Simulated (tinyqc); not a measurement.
Berg model of reactive sputtering of a nitride or oxide: poisoning, hysteresis and pumping speed: one step, computed by the program tinyqc. Command: `OMP_NUM_THREADS=1 python tinyqc.py 3012405 3012406 out.jsonl berg walk`. One thread of a shared host (Intel(R) Xeon(R) Processor @ 2.30GHz), about 0.07 s of CPU time with the checks.

A diatomic gas reacts with bare metal on the target and on the collecting surfaces; ions remove metal and compound from the target. theta_t and theta_c are the compound fractions.

Question. Steady state at the pressure P. Ion flux j = J/e; gas flux F = P/sqrt(2 pi M k_B T). Target: (2/z) alpha F (1 - theta_t) = j Y_c theta_t. Sputtered flows F_c = j Y_c theta_t A_t, F_m = j Y_m (1 - theta_t) A_t. Collector: (2/z) alpha F (1 - theta_c) A_c + F_c (1 - theta_c) = F_m theta_c. Gas use Q = alpha F [(1 - theta_t) A_t + (1 - theta_c) A_c] + P S/(k_B T); 1 sccm = 4.4780e17 molecules/s. Rate R = F_m + F_c, given relative to j Y_m A_t.

Inputs (values chosen for the exercise, close to those used for aluminium oxide):
```
quantity                          value     unit
ion current density J                26  mA/cm^2
target area A_t                     210     cm^2
collecting area A_c                1800     cm^2
metal yield Y_m                       1        -
compound yield Y_c                0.048        -
sticking coefficient alpha         0.48        -
reactive atoms per metal atom z     1.5        -
gas mass M                           32        u
pumping speed S                      60      l/s
gas temperature T                   300        K
reactive partial pressure P      0.0026       Pa
```

Constants: e = 1.602176634e-19 C; u = 1.6605390666e-27 kg; k_B = 1.380649e-23 J/K.

Give: ion flux j; gas flux F; theta_t; theta_c; gas use; total flow Q; rate relative to clean metal.

Answer.

ion flux j = 1.623e+17 1/(cm^2 s)

gas flux F = 6.992e+15 1/(cm^2 s)

theta_t = 0.3649

theta_c = 0.2856

gas use (sccm): target 1.000, collector 9.638, pump 0.084

total flow Q = 10.72 sccm

rate relative to clean metal = 0.6527

The target is partly covered. The film is 28.6 % compound.
